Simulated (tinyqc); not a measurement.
## Undoped gate-all-around wire MOSFET, analytic charge model: effect of the temperature

An undoped round wire of radius R under an insulator shell and a surrounding gate; long channel, electrons only, n = ni exp((psi - V)/Vt) with V the quasi-Fermi potential (0 at the source, Vd at the drain), constant mobility, no quantisation. The radial Poisson equation gives n(r) = n(0)/(1 - (1 - b) r^2/R^2)^2 with b = Q0/(Q + Q0). Q is the electron charge per area of the wire surface.

Nc and Nv are given at 293 K and scale as (T/293 K)^1.5; Eg and mu are held fixed. ni = sqrt(Nc Nv) exp(-Eg/(2 Vt)), Eg in volts; Cox = eps0 eox/(R ln(1 + tox/R)); Q0 = 4 eps0 eps_r Vt/R; V0 = dphi + Vt ln[8 eps0 eps_r Vt/(q ni R^2)]. Q solves Vg - V0 - V = Q/Cox + Vt ln(Q/Q0) + Vt ln(1 + Q/Q0). I = mu (2 pi R/L)[2 Vt (Qs - Qd) + (Qs^2 - Qd^2)/(2 Cox) + Vt Q0 ln((Qd + Q0)/(Qs + Q0))], with Qs at V = 0 and Qd at V = Vd.  I(low) is taken at Vg = -0.08 V, Qs and I(high) at Vg = 0.67 V.

Parameters, values chosen for the exercise; material values those of a made-up semiconductor:
```
symbol,value,unit,meaning
Eg,0.583,eV,band gap
eps_r,17.2,,relative permittivity of the semiconductor
Nc,1.62e17,cm^-3,conduction-band density of states at the reference temperature
Nv,9.42e18,cm^-3,valence-band density of states at the reference temperature
eox,7.33,,relative permittivity of the gate insulator
tox,1.4,nm,insulator thickness
R,10,nm,wire radius
dphi,-0.13,V,gate work function less that of the intrinsic body
mu,750,cm^2/(V s),channel mobility
L,0.1,um,gate length
Vd,1,V,drain voltage
```

Constants: q = 1.602176634e-19 C, kB = 1.380649e-23 J/K, Vt = kB T/q, eps0 = 8.8541878128e-14 F/cm where lengths are in cm. Results are converted to the units shown.

Result of one run:
```
V0 (V),I(low) (nA),Qs(high) (nC/cm^2),I(high) (uA)
0.1707,4.533,1707,189.8
```

Which temperature T gave this result: 310, 370, 400 or 430 K?

T = 430 K.

The whole series:
```
T (K),V0 (V),I(low) (nA),Qs(high) (nC/cm^2),I(high) (uA)
220,0.1726,0.001689,1930,208.6
250,0.1727,0.01072,1887,204.1
280,0.1727,0.04730,1849,200.3
310,0.1725,0.1607,1815,197.2
340,0.1722,0.4494,1784,194.7
370,0.1718,1.083,1756,192.6
400,0.1713,2.322,1730,191.0
430,0.1707,4.533,1707,189.8
```

As T goes from 220 to 430 K, I(low) rises from 0.00169 to 4.53 nA and I(high) falls from 209 to 190 uA. V0 goes from 0.1726 through a maximum of 0.1727 (at T = 250 K among the rows listed) to 0.1707 V. In every row the surface density at the source at the higher gate voltage passes 0.3 Nc, where Boltzmann statistics fail. In every row mu V/L at the higher gate voltage, with V the smaller of Vd and Vg - V0, passes 3e6 cm/s, so velocity saturation would lower the current. In every row the mobility is held fixed, though a real one changes with T.

Numbers from tinyqc (`OMP_NUM_THREADS=1 python tinyqc.py 2460038 2460039 out.jsonl`; about 0.02 s on one thread of a shared Intel Xeon 2.30GHz).
